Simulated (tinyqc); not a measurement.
# Pinning factor and neutrality level from two metals

Question. On an oxide a metal of vacuum work function pM shows the effective value Phi + S (pM - Phi), with S = 1/(1 + 0.1 (eps_inf - 1)^2). Find S, Phi and eps_inf.

effective work functions for metals of 4.27 and 5.35 eV (eV): [4.3965736, 4.9508063]

Answer. The slope is S, and the point where both work functions agree is Phi.

S = 0.5132
Phi = 4.530 eV
eps_inf = 4.080

Numbers from tinyqc (`OMP_NUM_THREADS=1 python tinyqc.py 2410159 2410160 out.jsonl`; about 0.01 s on one thread of a shared Intel Xeon 2.30GHz).
